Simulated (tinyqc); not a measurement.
Interface traps from C-V curves, high-low and Terman methods: two steps of the calculation.

MOS capacitor on an n-type substrate; psi is the band bending, negative in depletion; only majority carriers are counted. At the bending psi the Fermi level lies y = xi - psi below the conduction edge at the surface, xi = Vt ln(Nc/Nd). Dit(y) = D0 + D1 exp(-y/E1); traps fill up to the Fermi level, follow the bias and a slow signal, and do not follow a fast one. V is the gate voltage from flat band.

Parameters, values chosen for the exercise; band and dielectric values close to those of germanium: temperature T = 300 K; relative permittivity eps_r = 15.7; conduction-band density of states at T Nc = 1.05e19 cm^-3; donor density Nd = 1.3e16 cm^-3; equivalent oxide thickness EOT = 5.1 nm; trap density far from the band edge D0 = 3.5e10 cm^-2 eV^-1; band-tail density at the conduction edge D1 = 1.2e12 cm^-2 eV^-1; decay energy of the tail E1 = 0.18 eV; points n = 7; deepest band bending pa = -0.25 V; shallowest band bending pb = -0.039 V.

Constants: q = 1.602176634e-19 C, kB = 1.380649e-23 J/K, Vt = kB T/q, eps0 = 8.8541878128e-14 F/cm where lengths are in cm. Results are converted to the units shown.

Problem 1. The curves. Cox = 3.9 eps0/EOT, LD = sqrt(eps0 eps_r Vt/(q Nd)), u = psi/Vt, Cd = (eps0 eps_r/(sqrt(2) LD)) |exp(u) - 1|/sqrt(exp(u) - u - 1). Ideal V0 = psi - sqrt(2) (eps0 eps_r Vt/LD) sqrt(exp(u) - u - 1)/Cox for psi < 0; the traps add dV = (q/Cox) times the integral of Dit from 0 to psi = (q/Cox) [D0 psi + D1 E1 exp(-xi/E1) (exp(psi/E1) - 1)]. 1/C_HF = 1/Cox + 1/Cd, 1/C_LF = 1/Cox + 1/(Cd + q Dit). Take n equally spaced psi from pa to pb.

Find: psi; y; Dit; V0; V; C_HF; C_LF; Cox.

Solution 1.

```
point   psi (V)   y (eV)  Dit (cm^-2 eV^-1)    V0 (V)     V (V)  C_HF (nF/cm^2)  C_LF (nF/cm^2)
0      -0.25000  0.42306          1.4941e11  -0.30321  -0.31995          71.834          90.376
1      -0.21483  0.38789          1.7409e11  -0.26369  -0.27909          77.487          98.591
2      -0.17967  0.35272          2.0410e11  -0.22375  -0.23758          84.779          108.79
3      -0.14450  0.31756          2.4059e11  -0.18323  -0.19521          94.629          121.82
4      -0.10933  0.28239          2.8494e11  -0.14188  -0.15168          108.69          139.14
5      -0.07417  0.24722          3.3887e11  -0.09924  -0.10646          129.97          163.27
6      -0.03900  0.21206          4.0444e11  -0.05444  -0.05857          163.60          198.35
```

Cox = 677.08 nF/cm^2

At the deepest bending the traps stretch the gate voltage from -0.303 to -0.320 V.

Problem 2. Terman extraction. psi at each point follows from C_HF and the ideal curve. Dit = (Cox/q) d(V - V0)/dpsi by central differences over the two neighbours.

```
point      psi (V)       V0 (V)        V (V)
0      -0.25000000  -0.30320984  -0.31994973
1      -0.21483333  -0.26369178  -0.27908903
2      -0.17966667  -0.22374821  -0.23757598
3      -0.14450000  -0.18322843  -0.19521092
4      -0.10933333  -0.14187912  -0.15168103
5      -0.07416667  -0.09924273  -0.10645642
6      -0.03900000  -0.05443742  -0.05856729
```

Cox = 677.08495 nF/cm^2

Give: Dit by Terman.

Solution 2.

Dit by Terman, point 1 to 5 (cm^-2 eV^-1): 1.750e11  2.052e11  2.419e11  2.865e11  3.408e11

The differences overstate the curved tail; the largest error is 0.57 %, at point 5.

Range of the model: In a narrow-gap semiconductor minority carriers respond as well once the bending nears the inversion point; they are left out.

Program tinyqc, `OMP_NUM_THREADS=1 python tinyqc.py 2030159 2030160 out.jsonl`; Intel Xeon 2.30GHz, shared host, one thread, about 0.01 s.
